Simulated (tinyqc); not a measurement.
## Fermi-level pinning from two metals

Question. Cowley-Sze model with the space charge neglected: phiB = S (phiM - chi) + (1 - S)(Eg - phi0), S = 1/(1 + q Dit dl/(eps0 ei)), dl in cm. Find S, phi0 and Dit.

Parameters, values chosen for the exercise; band and dielectric values close to those of 4H silicon carbide: band gap Eg = 3.27 eV; electron affinity chi = 3.54 eV; thickness of the interfacial layer dl = 0.6 nm; relative permittivity of the interfacial layer ei = 1.

Constants: q = 1.602176634e-19 C, eps0 = 8.8541878128e-14 F/cm where lengths are in cm. Results are converted to the units shown.

barriers for metals with phiM = 3.82 and 4.65 eV (eV): 1.0851473  1.2905938

Solution. S is the slope of phiB against phiM; either barrier then gives phi0, and S gives Dit.

S = 0.248
phi0 = 1.92 eV
Dit = 2.80e13 cm^-2 eV^-1

Program tinyqc, `OMP_NUM_THREADS=1 python tinyqc.py 2020127 2020128 out.jsonl`; Intel Xeon 2.30GHz, shared host, one thread, about 0.07 s.
